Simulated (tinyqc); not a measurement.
## Zener tunnelling in a reverse-biased junction, two-band WKB: effect of the band gap with the mass tied to it

Abrupt p-n junction, depletion approximation. Energies E are counted from the conduction-band edge of the neutral n side; its Fermi level lies at dn, that of the p side at dn - V, and the valence-band edge of the neutral p side at Em = dn + dp - V. Tunnelling needs 0 < E < Em. Two-band dispersion with equal masses m: inside the gap kappa = sqrt(m u (1 - u/Eg)/C), u the distance from a band edge, C = hbar^2/(2 m0).

The mass follows the gap, m = 0.022 Eg/0.339 eV, as in a two-band model with a fixed matrix element; Nc, Nv and eps_r are held. Nd = Nc F12(dn/Vt), Na = Nv F12(dp/Vt), F12(x) = (2/sqrt(pi)) int_0^infinity sqrt(u)/(1 + exp(u - x)) du; dn = EF - Ec on the n side, dp = Ev - EF on the p side (negative outside the bands); Vbi = Eg + dn + dp. W = sqrt(2 eps0 eps_r (Vbi - V)(1/Na + 1/Nd)/q), mean field F = (Vbi - V)/W, peak field 2 F. In a uniform field F the exponent is S = pi sqrt(m/C) Eg^1.5/(4 F). Transverse energy Et = C kt^2/m raises it to S (1 + 4 Et/Eg), so T = exp(-S) exp(-Et/Eb) with Eb = Eg/(4 S). KJ = (2 q^2/h) m/(4 pi C) (times 1e14 for A/cm^2 per eV^2). J = KJ exp(-S) Eb times the integral from 0 to Em of [f(E - dn) - f(E - dn + V)] [1 - exp(-min(E, Em - E)/Eb)] dE, f(x) = 1/(1 + exp(x/Vt)), with S and Eb from the mean field; J > 0 flows from p to n.

Parameters, values chosen for the exercise; band and dielectric values those of a made-up semiconductor:
```
symbol    value   unit                                    meaning
T            77      K                                temperature
eps_r      16.3                             relative permittivity
Nc      1.14e16  cm^-3  conduction-band density of states at 77 K
Nv      8.79e17  cm^-3     valence-band density of states at 77 K
m         0.022     m0       band-edge mass of the two-band model
Na       1.5e19  cm^-3                           acceptor density
Nd       6.3e17  cm^-3                              donor density
V         -0.38      V                         bias of the p side
```

Constants: q = 1.602176634e-19 C, kB = 1.380649e-23 J/K, hbar = 1.054571817e-34 J s, h = 6.62607015e-34 J s, m0 = 9.1093837015e-31 kg, Vt = kB T/q, eps0 = 8.8541878128e-14 F/cm where lengths are in cm, hbar^2/(2 m0) = 0.0380998212 eV nm^2. Results are converted to the units shown.

Effect of the band gap with the mass tied to it:

| Eg (eV) | Vbi (V) | mean field (MV/cm) | S | J (A/cm^2) | S at fixed m |
|---|---|---|---|---|---|
| 0.17 | 0.3385 | 0.1553 | 1.908 | -2.228e5 | 2.694 |
| 0.22 | 0.3885 | 0.1606 | 3.089 | -7.096e4 | 3.835 |
| 0.27 | 0.4385 | 0.1657 | 4.509 | -1.774e4 | 5.052 |
| 0.31 | 0.4785 | 0.1697 | 5.803 | -4980 | 6.069 |
| 0.36 | 0.5285 | 0.1746 | 7.608 | -843.4 | 7.383 |
| 0.41 | 0.5785 | 0.1794 | 9.607 | -117.4 | 8.736 |
| 0.46 | 0.6285 | 0.1840 | 11.79 | -13.58 | 10.12 |
| 0.51 | 0.6785 | 0.1885 | 14.15 | -1.319 | 11.53 |

What does the comparison show?

S rises from 1.91 to 14.1, as Eg^(1.82), against Eg^(1.32) at fixed m; at a fixed field the powers would be 2 and 1.5, and the field grows with Vbi. |J| falls from 2.23e5 to 1.32 A/cm^2. Where S is below about 4, a WKB prefactor of 1 is a rough guess.

Range of the model: Parabolic densities of states, no band tails and no gap narrowing, all of which matter at such doping.

Numbers from tinyqc (`OMP_NUM_THREADS=1 python tinyqc.py 2620092 2620093 out.jsonl`; about 0.01 s on one thread of a shared Intel Xeon 2.30GHz).
